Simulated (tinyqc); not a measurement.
# Field-effect mobility of a thin-film transistor with band-tail and deep states (multiple trapping), step by step

A worked calculation. Computed by tinyqc, a small Python program that keeps every step. Command: `OMP_NUM_THREADS=1 python tinyqc.py 3030904 3030905 out.jsonl tft walk`. One thread of a shared host (Intel(R) Xeon(R) Processor @ 2.30GHz), about 0.06 s of CPU time with the checks. Intermediate numbers are printed to about 7 digits and carried at full precision; extremes and crossings named in words are read from the listed rows.

A thick film in accumulation at small drain voltage. Only free electrons move; trapped ones still screen the gate. N_c and mu_0 are held fixed when T changes, leaving out the T^(3/2) growth of N_c. x = E_0 - psi is the distance of the Fermi level below the band edge.

Inputs (values chosen for the exercise, modelled on an amorphous In-Ga-Zn oxide): permittivity eps = 11.5; effective density of states N_c = 5.1e+18 1/cm^3; band mobility mu_0 = 12 cm^2/(V s); tail density at the edge g_t = 2e+19 1/(eV cm^3); tail width E_t = 24 meV; flat-band Fermi level below the edge, E_0 = 0.38 eV; equivalent oxide thickness t = 110 nm; surface band bending psi_s as a fraction of E_0 = 0.64; temperature T = 200 K.

Deep states: none.

Constants: k_B = 8.617333262e-05 eV/K; e = 1.602176634e-19 C; eps_0 = 8.8541878128e-12 F/m.

## Free and trapped densities

F_j(eta) = int_0^infinity x^j/(1 + exp(x - eta)) dx, without a gamma-function factor. Integrals over x = E/(k_B T) use 160 Gauss-Legendre points in u = sqrt(x) from 0 to sqrt(max(eta, 0) + 32). Free n(x) = N_c (2/sqrt(pi)) F_1/2(-x/k_B T), with F_1/2 from its two-term series in exp(-x/k_B T) for x >= 12 k_B T; tail n_t(x) = int_0^1.2eV g_t exp(-E/E_t)/(1 + exp((x - E)/k_B T)) dE, E counted down from the edge, 120 Gauss-Legendre points; space charge rho(psi) = n + n_t less its value at psi = 0.

Local densities at x = 0.4, 0.3, 0.2, 0.15, 0.1, 0.05, 0 and -0.05 eV:
```
x (eV)    n (1/cm^3)  n_t (1/cm^3)  n/(n + n_t)
0.40    4.246331e+08  8.070391e+10    0.0052341
0.30    1.405733e+11  5.178272e+12    0.0264293
0.20    4.653616e+13  3.250152e+14    0.1252483
0.15    8.466639e+14  2.496866e+15    0.2532245
0.10    1.538926e+16  1.799190e+16    0.4610163
0.05    2.750123e+17  1.077236e+17    0.7185431
0.00    3.902250e+18  3.538031e+17    0.9168706
-0.05   2.196090e+19  4.693418e+17    0.9790755
```

E_t/k_B T = 1.39: deep in the tail n_t follows exp(-x/E_t), more slowly than n, so the free share grows as the Fermi level rises.

## One gate voltage

Poisson: F(psi) = sqrt((2 e/(eps eps_0)) int_0^psi rho dpsi'); V_G - V_FB = psi_s + eps F(psi_s) t/3.9; free sheet density N_f = int (n - n(E_0))/F dpsi; induced sheet density N_i = eps eps_0 F(psi_s)/e; trapezoid rule on 301 even points in psi, the first interval left out of N_f. mu_eff = mu_0 N_f/N_i; field-effect mobility mu_FE = mu_0 e (dN_f/dV_G)/C_ox and swing S = dV_G/dlog10(N_f), by a central difference of +/- 2 mV in psi_s; C_ox = 3.9 eps_0/t.

surface field = 6.545339 kV/cm

V_G - V_FB = 0.4555039 V

free sheet density N_f = 7.706442e+09 1/cm^2

induced sheet density N_i = 4.159760e+10 1/cm^2

effective mobility mu_eff = 2.223140 cm^2/(V s)

field-effect mobility mu_FE = 2.976036 cm^2/(V s)

swing S = 365.4840 mV/decade

19 % of the induced charge is free. mu_FE exceeds mu_eff because the free share is still growing with V_G. The swing is 9.21 times the ideal ln(10) k_B T/e. Caution: the band bending extends over more than 0.2 micrometre, deeper than most thin films, so the thick-film assumption is doubtful.

## Transfer curve

The formulas are those given above.

Against the band bending:
```
psi_s (V)  V_G - V_FB (V)  N_f (1/cm^2)  mu_eff (cm^2/(V s))  mu_FE (cm^2/(V s))  S (mV/decade)
0.13              0.14828  1.263606e+08              0.42334             0.19929          89.50
0.19              0.25633  1.114692e+09              1.02923             1.02530         153.45
0.24              0.43772  6.865158e+09              2.12656             2.81991         343.61
0.27              0.65857  2.017028e+10              3.17917             4.46083         638.17
0.30              1.08066  5.823108e+10              4.56841             6.40343        1283.39
0.33              1.93853  1.637554e+11              6.23501             8.40944        2747.93
0.36              3.73314  4.395276e+11              7.98036            10.12488        6124.58
0.39              7.27920  1.063176e+12              9.45163            11.18640       13403.72
0.42             13.07532  2.147545e+12             10.39298            11.62836       26040.50
```

The steepest swing among the rows is 89 mV/decade. mu_eff climbs from 0.42 to 10, 87 % of mu_0 in the last row. Between rows 6 and 7 N_f scales as (V_G - V_FB - psi_s)^1.33; an exponential tail holding all the charge would give the larger of 1 and 2 E_t/k_B T - 1, here 1.79, and free charge alone 1.

Checks made by the program: tail integral against adaptive quadrature (relative difference below 1e-10).
